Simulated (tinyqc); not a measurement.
Ballistic Schottky-barrier transistor with a two-dimensional channel, WKB contacts: one step of the calculation.

Source Fermi level 0, drain Fermi level -Vd. Far from the contacts Ec = pn - psi, and the gate moves psi one to one; the band edges relax as exp(-x/lam) from pn at the source and pn - Vd at the drain; Ev = Ec - Eg. A carrier of energy w inside the channel band meets at a contact a barrier of height D (the contact edge beyond the channel edge): T = 1 for w >= D, else exp(-S), S = 4 lam sqrt(m/C) [sqrt(D - w) - sqrt(w) arctan sqrt((D - w)/w)], C = hbar^2/(2 m0). The two contacts combine as Ts Td/(Ts + Td - Ts Td).

Question. Transmission of one of the electrons. S and T at both contacts for w = w0, and the tunnelling distance lam ln(D/w) at the higher barrier.

Parameters, values chosen for the exercise; channel values close to those of an ultrathin silicon body with silicide contacts: electron mass mn = 0.19 m0; screening length at the contacts lam = 4.5 nm; energy of one carrier inside the channel band w0 = 0.7 eV.

Constants: q = 1.602176634e-19 C, hbar = 1.054571817e-34 J s, m0 = 9.1093837015e-31 kg, hbar^2/(2 m0) = 0.0380998212 eV nm^2. Results are converted to the units shown.

D for electrons (eV): source 1.0300000, drain 0.7300000

Give: S at the source; S at the drain; combined T; tunnelling distance.

Answer.

S at the source = 2.8561
S at the drain = 0.096979
combined T = 0.057156
tunnelling distance = 1.7381 nm

Range of the model: No scattering, image-force lowering, channel charge or band-to-band tunnelling; parabolic kappa overstates S deep in the gap.

Numbers from tinyqc (`OMP_NUM_THREADS=1 python tinyqc.py 2390033 2390034 out.jsonl`; about 0.2 s on one thread of a shared Intel Xeon 2.30GHz).
